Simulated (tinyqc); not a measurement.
Inside a calculation. Model: donor or exciton in a quantum well (variational effective-mass method). Computed by tinyqc, a small Python program that keeps every step. Command: `OMP_NUM_THREADS=1 python tinyqc.py 3021417 3021418 out.jsonl welldonor walk`. One thread of a shared host (Intel(R) Xeon(R) Processor @ 2.30GHz), about 0.03 s of CPU time with the checks. Intermediate numbers are printed to about 5 digits and carried at full precision; extremes and crossings named in words are read from the listed rows.

Electron and hole in their lowest subbands f(z) = cos(pi z/L); relative in-plane motion exp(-rho/lambda) (separable trial function), H = -nabla_rho^2 - 2/sqrt(rho^2 + (z_e - z_h)^2) in effective units. Mass and screening are the same in well and barrier; l = L/a* is the width in effective units. Bands are flat: no polarisation or applied field.

Inputs (values chosen for the exercise, modelled on beta-Ga2O3):

| quantity | value | unit |
|---|---|---|
| electron mass m | 0.291 | m_0 |
| dielectric constant eps | 10 | - |
| well width L | 1.5 | nm |
| trial radius lambda | 0.46 | a* |
| in-plane hole mass m_h | 1.47 | m_0 |

Centre: exciton. Barriers: infinite.

Constants: Ry = 13.605693123 eV; a_0 = 0.529177210903 angstrom; hbar^2/(2 m_0) = 3.80998212 eV angstrom^2.

## Effective units

mu = m m_h/(m + m_h) takes the place of m; Ry* = Ry m/eps^2, a* = a_0 eps/m; l = L/a*.

mass used = 0.24291 m_0

Ry* = 33.050 meV

a* = 2.1785 nm

l = 0.68856

Caution: so narrow a well has large confinement energy, where non-parabolicity and barrier penetration matter.

## Binding at the trial radius

k = pi/l; f = cos(k z) inside and zero outside. Binding E_b(lambda) = -1/lambda^2 + (8/lambda^2) int_0^l P(z) g(z) dz, with P(z) = (2/l) [(1 - z/l)(1 + cos(2 pi z/l)/2) + (3/(4 pi)) sin(2 pi z/l)] the distribution of |z_e - z_h| and g(z) = int_z^infinity exp(-2 sqrt(r^2 - z^2)/lambda) dr = int_0^infinity exp(-2 rho/lambda) rho/sqrt(rho^2 + z^2) d rho; 40 Gauss-Legendre points in z and 40 in t with rho = lambda t/(1 - t).

int P dz = 1

int P g dz = 0.15866 a*

E_b(lambda) = 1.2726 Ry*

## Best radius

Golden-section search for the maximum over lambda from 0.3 to 4, 40 steps.

best lambda = 0.79258 a*

binding in Ry* = 2.3512

binding energy = 77.709 meV

radius lambda a* = 1.7266 nm

Confinement changes the binding by a factor 2.351 against the bulk value (limits: 4 in two dimensions, 1 inside a wide well, which this separable form does not reach).

## Binding against well width

Each row maximises over lambda (golden section, 0.3 to 4).

Against width:

| L (nm) | lambda (a*) | binding (Ry*) | binding (meV) |
|---|---|---|---|
| 0.83 | 0.6910 | 2.7830 | 91.978 |
| 1.50 | 0.7926 | 2.3512 | 77.709 |
| 2.70 | 0.9357 | 1.9014 | 62.843 |
| 4.80 | 1.1301 | 1.4800 | 48.913 |

The binding is largest in the narrowest well, 2.783 Ry* at 0.83 nm, on the way to 4. In the widest well it is 1.480 Ry*. In the narrow rows the confinement energy passes real barrier heights: infinite walls and a parabolic band fail, and with real barriers the binding peaks and falls.

Checks made by the program: the two-dimensional limit, 4 Ry* (relative difference 3e-03); normalisation of P(z) (relative difference below 1e-10).
